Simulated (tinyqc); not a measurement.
The first four gaps: longitudinal sound in a periodic multilayer: transfer matrices, stop bands and folded phonons. Computed by tinyqc, a small Python program. Command: `OMP_NUM_THREADS=1 python tinyqc.py 3023282 3023283 out.jsonl multilayer walk`. One thread of a shared host (Intel(R) Xeon(R) Processor @ 2.30GHz), about 0.01 s of CPU time with the checks.

Layers 1 and 2 repeat with period d = d_1 + d_2; waves travel normal to the layers, without loss. State vector (u, s): displacement u and stress divided by omega. Impedances Z = rho v are in 1e6 kg/(m^2 s).

Inputs (values chosen for the exercise, modelled on aluminium (layer 1), tungsten (layer 2) and gallium arsenide (substrate)):
```
quantity            value    unit
density rho_1        2.73  g/cm^3
velocity v_1         6330     m/s
thickness d_1        7.47      nm
density rho_2          19  g/cm^3
velocity v_2         5160     m/s
thickness d_2        6.07      nm
substrate density    5.25  g/cm^3
substrate velocity   4790     m/s
```

Method:
- Z = rho v; interface reflection r = (Z_2 - Z_1)/(Z_2 + Z_1) (stress amplitude, from 1 into 2); Bragg frequency f_B = 1/[2 (d_1/v_1 + d_2/v_2)]; long-wave velocity v_eff = d/sqrt[(d_1/v_1)^2 + (d_2/v_2)^2 + (Z_1/Z_2 + Z_2/Z_1)(d_1/v_1)(d_2/v_2)].
- A layer maps (u, s) by [[cos p, sin p/Z], [-Z sin p, cos p]], p = 2 pi f d_i/v_i; one period is M = M_2 M_1, and cos(q d) = trace(M)/2.
- Gap m contains m f_B; its edges, where trace(M)/2 = (-1)^m, are found by root search. Weak-contrast estimate of the width: (4 f_B/pi) |r sin(m pi a)|, a = (d_1/v_1)/(d_1/v_1 + d_2/v_2).

Bragg frequency f_B = 212.183 GHz

Z_1 = 17.2809

Z_2 = 98.04

interface reflection r = 0.700299

Stop bands (GHz):
```
m  lower edge  upper edge   width  weak-contrast estimate
1      107.39      316.98  209.59                  189.19
2      423.90      424.84    0.94                    0.94
3      531.76      741.34  209.59                  189.19
4      847.79      849.68    1.89                    1.89
```

With a = 0.501, gap 1 is the widest and gap 2 the narrowest: the layers are near a quarter wave each at f_B, so the even gaps almost close. The weak-contrast estimate misses the first width by -9.7 % at |r| = 0.70. Odd gaps open at the edge of the folded zone (q = pi/d), even ones at its centre.
